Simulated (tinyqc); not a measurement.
Inside a calculation. Method: sp3 tight binding, zinc-blende lattice. One step of it, computed by the program tinyqc.

Problem. Bloch Hamiltonian at k. Slater-Koster rules over the four bonds with direction cosines (l, m, n): ss V_ss; s-px l V_sp; px-s -l V_sp; px-px l^2 V_pps + (1 - l^2) V_ppp; px-py l m (V_pps - V_ppp); each times exp(i k.d).

Parameters chosen for this model: zinc-blende lattice, anion at 0, cation at a/4 (1,1,1); V = eta hbar^2 / (m d^2), hbar^2/m = 7.619964 eV angstrom^2:
```
parameter          value      unit
a               3.980000  angstrom
d               1.723391  angstrom
Es anion      -19.890000        eV
Ep anion       -9.890000        eV
Es cation     -11.060000        eV
Ep cation      -5.290000        eV
eta ss         -1.220000
eta sp          1.340000
eta pp sigma    2.670000
eta pp pi      -0.660000
V ss           -3.130007        eV
V sp            3.437877        eV
V pp sigma      6.850098        eV
V pp pi        -1.693283        eV
```

k point k (2 pi / a): -0.360000  0.110000  0.420000

Give: H(k) at k.

Solution.

H(k) at k (eV):
```
                  a s            a px             a py             a pz
a s          -19.8900          0.0000           0.0000           0.0000
a px           0.0000         -9.8900           0.0000           0.0000
a py           0.0000          0.0000          -9.8900           0.0000
a pz           0.0000          0.0000           0.0000          -9.8900
c s   -8.2284+0.7069i  0.7064-3.3114i  -2.5686+0.9107i  -0.5779+4.0474i
c px  -0.7064+3.3114i  3.0351-0.2608i   0.8292-5.8071i   3.6853-1.3066i
c py   2.5686-0.9107i  0.8292-5.8071i   3.0351-0.2608i  -1.0135+4.7511i
c pz   0.5779-4.0474i  3.6853-1.3066i  -1.0135+4.7511i   3.0351-0.2608i

                  c s             c px             c py             c pz
a s   -8.2284-0.7069i  -0.7064-3.3114i   2.5686+0.9107i   0.5779+4.0474i
a px   0.7064+3.3114i   3.0351+0.2608i   0.8292+5.8071i   3.6853+1.3066i
a py  -2.5686-0.9107i   0.8292+5.8071i   3.0351+0.2608i  -1.0135-4.7511i
a pz  -0.5779-4.0474i   3.6853+1.3066i  -1.0135-4.7511i   3.0351+0.2608i
c s          -11.0600           0.0000           0.0000           0.0000
c px           0.0000          -5.2900           0.0000           0.0000
c py           0.0000           0.0000          -5.2900           0.0000
c pz           0.0000           0.0000           0.0000          -5.2900
```
